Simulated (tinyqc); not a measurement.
Comparisons within one model: armchair graphene nanoribbon in tight binding. A value that a table varies takes the place of the one given here.

An armchair ribbon of N dimer lines, width (N - 1) sqrt3 acc/2, period 3 acc, one pz orbital a site. In line n, A_n binds to B_n with -t exp(ik/3), times (1 + d) in the two edge lines, and to B_(n-1) and B_(n+1) with -t exp(-ik/6); k runs from -pi to pi. For d = 0 the modes across the ribbon are sin(n p pi/(N + 1)), p = 1 to N, with E = -/+ t sqrt(1 + 4 c^2 + 4 c cos(k/2)), c = cos(p pi/(N + 1)).

Constants: hbar^2/2m0 = 3.80998211 eV angstrom^2.

Parameters, chosen for this exercise (near those used for graphene; not measured data):

| symbol | value | unit | meaning |
|---|---|---|---|
| t | 2.55 | eV | hopping |
| acc | 1.42 | angstrom | bond length |
| N0 | 20 |  | first width |
| d1 | 0.12 |  | edge correction |
| N | 7 |  | dimer lines |
| d | 0.06 |  | relative strengthening of the edge bonds |
| k | 1.47 |  | k times the period 3 acc |

## Three families of gaps

Nine widths from N0 on, gaps at k = 0 with d = 0 and d = d1.

Gaps:

| N | family | width (angstrom) | gap, d = 0 (eV) | gap, d1 (eV) | gap x (N + 1) sqrt3 acc/2 (eV angstrom) |
|---|---|---|---|---|---|
| 20 | 3p+2 | 23.37 | 0.0000 | 0.0830 | 2.14 |
| 21 | 3p | 24.60 | 0.4145 | 0.3401 | 9.20 |
| 22 | 3p+1 | 25.82 | 0.4073 | 0.4872 | 13.78 |
| 23 | 3p+2 | 27.05 | 0.0000 | 0.0725 | 2.14 |
| 24 | 3p | 28.28 | 0.3654 | 0.2995 | 9.21 |
| 25 | 3p+1 | 29.51 | 0.3598 | 0.4300 | 13.75 |
| 26 | 3p+2 | 30.74 | 0.0000 | 0.0644 | 2.14 |
| 27 | 3p | 31.97 | 0.3267 | 0.2676 | 9.21 |
| 28 | 3p+1 | 33.20 | 0.3222 | 0.3848 | 13.72 |

Without edge correction the 3p+2 ribbons have no gap and the other two families nearly share one curve. With it the mean of the last column is 13.75 for 3p+1, 9.21 for 3p and 2.14 eV angstrom for 3p+2: the stronger edge bonds raise the gap of 3p+1, lower that of 3p and open one in 3p+2. Within a family the gap falls about as 1/width. One-electron gaps of this kind leave out the self-energy and exciton terms, which are large in narrow ribbons.

## Mass and gap go together

Nine widths from N0 on. Lowest conduction band for d = d1: m/m0 = c q^2/(E(q) - E(0)) with q = h/(3 acc), h = 0.001, c = hbar^2/2m0. Dirac rule: m = Eg/(2 v^2), that is m/m0 = c Eg/(hbar v)^2 with hbar v = 3 t acc/2.

Masses:

| N | gap (eV) | mass (m0) | Dirac rule (m0) |
|---|---|---|---|
| 20 | 0.0830 | 0.0106 | 0.0107 |
| 21 | 0.3401 | 0.0401 | 0.0439 |
| 22 | 0.4872 | 0.0674 | 0.0629 |
| 23 | 0.0725 | 0.0092 | 0.0094 |
| 24 | 0.2995 | 0.0357 | 0.0387 |
| 25 | 0.4300 | 0.0590 | 0.0555 |
| 26 | 0.0644 | 0.0082 | 0.0083 |
| 27 | 0.2676 | 0.0321 | 0.0346 |
| 28 | 0.3848 | 0.0525 | 0.0497 |

The ratio of mass to the Dirac rule runs from 0.91 (N = 21) to 1.07 (N = 22). Its mean is 0.92 for N = 3p, 1.06 for 3p+1 and 0.99 for 3p+2: the lowest modes of 3p and 3p+1 lie on opposite sides of the Dirac point, where the velocity along the ribbon differs. The largest gap (N = 22) and the heaviest mass (N = 22) belong to one ribbon.

## What each parameter does

Gap at k = 0, lowest positive level at k, and highest level at k = 0. Each row changes one parameter from the base and keeps the others.

Results:

| case | gap (eV) | lowest level at k (eV) | top of the band (eV) |
|---|---|---|---|
| base | 1.3253 | 1.7523 | 7.2734 |
| t = 2.677 eV | 1.3913 | 1.8395 | 7.6356 |
| N = 8 | 0.1000 | 1.8495 | 7.3507 |
| d = 0.11 | 1.4296 | 1.7853 | 7.2837 |
| k = 1.176 | 1.3253 | 1.4667 | 7.2734 |

The largest shifts from the base row, up to three for each result and ties (the steps differ in size, so this ranks the rows, not the parameters). gap (eV): N -1.2254, d +0.1043, t +0.0660; unchanged at the printed digits by k. lowest level at k (eV): k -0.2856, N +0.0972, t +0.0873. top of the band (eV): t +0.3622, N +0.0773, d +0.0103; unchanged at the printed digits by k.

Run: tinyqc, `OMP_NUM_THREADS=1 python tinyqc.py 1452875 1452876 out.jsonl`; Intel(R) Xeon(R) Processor @ 2.30GHz, one thread, shared host; about 0.03 s of CPU time with all checks.
